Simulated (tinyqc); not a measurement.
# CMOS inverter, nodal equation and switching: several studies

An n-channel pull-down (bn, VTn) and a p-channel pull-up (bp, VTp) share the input Vin and the output node Vout, which carries the load C. Transistor (EKV form, voltages against the body): I = 2 n b Vt^2 [F(vp - Vs) - F(vp - Vd)] from drain to source, F(v) = ln^2(1 + exp(v/(2 Vt))), vp = (Vg - VT + sg |Vd - Vs|)/n. n-channel bodies are at 0; for the p-channel device all voltages are counted down from Vdd. b in uA/V^2 gives I in uA. Static: In = Ip. Transient: C dVout/dt = Ip - In. No velocity saturation, no gate capacitance beyond C.

Parameters, values chosen for the exercise:
```
symbol,value,unit,meaning
T,293,K,temperature
Vdd,0.75,V,supply voltage
n,1.15,,slope factor
sg,0.061,,drain-induced barrier lowering
VTn,0.37,V,n-channel threshold
VTp,0.27,V,p-channel threshold (magnitude)
bn,740,uA/V^2,gain factor of the pull-down transistor
bp,370,uA/V^2,gain factor of the pull-up transistor
C,0.45,fF,load capacitance
```

Constants: q = 1.602176634e-19 C, kB = 1.380649e-23 J/K, Vt = kB T/q. Results are converted to the units shown.

Each table varies one quantity; the others keep the values above.

## Energy per operation against supply voltage

For a step input the delay to Vdd/2 is tHL = C times the integral of dV/(In - Ip) from Vdd/2 to Vdd at Vin = Vdd, and tLH likewise with Ip - In from 0 to Vdd/2 at Vin = 0. A chain of 100 such gates sets the cycle time tc = 100 (tHL + tLH)/2; per gate and cycle the switching energy is 0.1 C Vdd^2 and the leakage energy Vdd Ileak tc, Ileak the mean supply current at Vin = 0 and Vdd.

Result of one run:

| Vdd (V) | tc (ns) | switching (aJ) | leakage (aJ) | total (aJ) |
|---|---|---|---|---|
| 0.5 | 1.256 | 11.25 | 0.04672 | 11.30 |

What becomes of these results when the supply voltage Vdd is changed from 0.5 to 0.25 V, all else the same?

Result of the changed run:

| Vdd (V) | tc (ns) | switching (aJ) | leakage (aJ) | total (aJ) |
|---|---|---|---|---|
| 0.25 | 140.3 | 2.812 | 1.548 | 4.360 |

The whole series:

| Vdd (V) | tc (ns) | switching (aJ) | leakage (aJ) | total (aJ) |
|---|---|---|---|---|
| 0.15 | 2837 | 1.012 | 15.10 | 16.11 |
| 0.2 | 617.7 | 1.800 | 4.905 | 6.705 |
| 0.25 | 140.3 | 2.812 | 1.548 | 4.360 |
| 0.3 | 35.00 | 4.050 | 0.5145 | 4.565 |
| 0.35 | 10.55 | 5.513 | 0.2009 | 5.713 |
| 0.4 | 4.126 | 7.200 | 0.09965 | 7.300 |
| 0.5 | 1.256 | 11.25 | 0.04672 | 11.30 |
| 0.6 | 0.6442 | 16.20 | 0.03541 | 16.24 |
| 0.8 | 0.3037 | 28.80 | 0.03375 | 28.83 |
| 1 | 0.1940 | 45.00 | 0.04082 | 45.04 |

The total energy goes from 16.1 through a minimum of 4.36 (at Vdd = 0.25 V among the rows listed) to 45.0 aJ, while the cycle time falls from 2840 to 0.194 ns. Leakage makes up 94 % of the total in the first row and 0.091 % in the last. Below threshold the cycle lengthens exponentially and leakage flows for all of it, hence the minimum. For Vdd = 0.8 to 1 V the overdrive passes 0.5 V, where velocity saturation, left out here, would lengthen the delays of short devices. For Vdd = 0.15 to 0.35 V the supply is below a threshold, where mismatch, left out here, dominates margins and delay.

## Effect of the slope factor

Same model as above.

VM solves In = Ip with Vin = Vout; VIL and VIH are the inputs of gain -1, NML = VIL - Vout(VIH), NMH = Vout(VIL) - VIH.

Results:

| n | VM (V) | gain at VM | NML (V) | NMH (V) | tHL (ps) | tLH (ps) |
|---|---|---|---|---|---|---|
| 1 | 0.4048 | -16.39 | 0.3310 | 0.2711 | 2.663 | 3.489 |
| 1.1 | 0.4038 | -16.39 | 0.3300 | 0.2715 | 2.926 | 3.815 |
| 1.2 | 0.4028 | -16.39 | 0.3288 | 0.2718 | 3.191 | 4.150 |
| 1.3 | 0.4018 | -16.39 | 0.3274 | 0.2722 | 3.455 | 4.490 |
| 1.5 | 0.3997 | -16.39 | 0.3244 | 0.2729 | 3.983 | 5.175 |
| 1.6 | 0.3987 | -16.39 | 0.3228 | 0.2732 | 4.245 | 5.518 |

Estimate the missing row, n = 1.4.

Computed row:

| n | VM (V) | gain at VM | NML (V) | NMH (V) | tHL (ps) | tLH (ps) |
|---|---|---|---|---|---|---|
| 1.4 | 0.4008 | -16.39 | 0.3260 | 0.2725 | 3.719 | 4.832 |

With this row back in the table: As n goes from 1 to 1.6, VM falls from 0.405 to 0.399 V, the size of the gain stays near 16.4, tHL rises from 2.66 to 4.24 ps and tLH rises from 3.49 to 5.52 ps. The smaller margin is largest, 0.273 V, at n = 1.6 among the rows.

## Effect of the gain factor of the pull-up transistor

Same model as above.

Results:

| bp (uA/V^2) | VM (V) | gain at VM | NML (V) | NMH (V) | tHL (ps) | tLH (ps) |
|---|---|---|---|---|---|---|
| 150 | 0.3791 | -16.39 | 0.3026 | 0.2991 | 3.058 | 9.821 |
| 230 | 0.3905 | -16.39 | 0.3152 | 0.2862 | 3.058 | 6.405 |
| 350 | 0.4018 | -16.39 | 0.3277 | 0.2733 | 3.058 | 4.209 |
| 530 | 0.4131 | -16.39 | 0.3403 | 0.2606 | 3.058 | 2.779 |
| 1300 | 0.4374 | -16.39 | 0.3677 | 0.2333 | 3.058 | 1.133 |
| 1900 | 0.4477 | -16.39 | 0.3793 | 0.2219 | 3.058 | 0.7753 |
| 3000 | 0.4599 | -16.38 | 0.3932 | 0.2084 | 3.058 | 0.4910 |

Estimate the missing row, bp = 820 uA/V^2.

Computed row:

| bp (uA/V^2) | VM (V) | gain at VM | NML (V) | NMH (V) | tHL (ps) | tLH (ps) |
|---|---|---|---|---|---|---|
| 820 | 0.4249 | -16.39 | 0.3536 | 0.2473 | 3.058 | 1.796 |

With this row back in the table: As bp goes from 150 to 3000 uA/V^2, VM rises from 0.379 to 0.460 V, the size of the gain stays near 16.4, tHL stays near 3.06 ps and tLH falls from 9.82 to 0.491 ps. The smaller margin is largest, 0.299 V, at bp = 150 uA/V^2 among the rows. A stronger pull-up raises VM and trades low-side against high-side margin.

Numbers from tinyqc (`OMP_NUM_THREADS=1 python tinyqc.py 2340094 2340095 out.jsonl`; about 0.03 s on one thread of a shared Intel Xeon 2.30GHz).
